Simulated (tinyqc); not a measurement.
From results back to parameters: hole subbands of a hard-walled well, four-band Luttinger model. Four cases, with inputs chosen for the exercise.

Problem. At k = 0 in a hard-walled well HHn = c (g1 - 2 g2)(n pi/L)^2 - Z0 and LHn = c (g1 + 2 g2)(n pi/L)^2 + Z0, c = hbar^2/2m0. Two spacings were computed from hidden g1 and g2.

Constants: hbar^2/2m0 = 3.80998211 eV angstrom^2.

Case 1.

Values chosen (out of a larger set: near those of GaAs; not measured data): L = 145 angstrom (well width along [001]); Z0 = 0.051 eV (shear strain energy).

HH2 - HH1 = 15.721 meV
LH1 - HH1 = 116.594 meV

Case 2.

Values chosen (out of a larger set: near those of InP; not measured data): L = 170 angstrom (well width along [001]); Z0 = 0.0183 eV (shear strain energy).

HH2 - HH1 = 7.377 meV
LH1 - HH1 = 44.927 meV

Case 3.

Values chosen (out of a larger set: near those of Ge; not measured data): L = 135 angstrom (well width along [001]); Z0 = 0 eV (shear strain energy).

HH2 - HH1 = 30.330 meV
LH1 - HH1 = 35.076 meV

Case 4.

Values chosen (out of a larger set: near those of AlAs; not measured data): L = 115 angstrom (well width along [001]); Z0 = 0 eV (shear strain energy).

HH2 - HH1 = 17.657 meV
LH1 - HH1 = 9.440 meV

Find: u = c (pi/L)^2; g2; g1.
Solution. HH2 - HH1 = 3u (g1 - 2 g2) and LH1 - HH1 = 4 u g2 + 2 Z0.

Case 1.

u = c (pi/L)^2 = 1.788 meV
g2 = 2.04
g1 = 7.01

Case 2.

u = c (pi/L)^2 = 1.301 meV
g2 = 1.60
g1 = 5.09

Case 3.

u = c (pi/L)^2 = 2.063 meV
g2 = 4.25
g1 = 13.40

Case 4.

u = c (pi/L)^2 = 2.843 meV
g2 = 0.83
g1 = 3.73

Computed by tinyqc, one run a case: `OMP_NUM_THREADS=1 python tinyqc.py N N+1 out.jsonl` with N = 1281498, 1281546, 1281676, 1281722; one thread of a shared Intel(R) Xeon(R) Processor @ 2.30GHz, about 0.1 s a run at most.
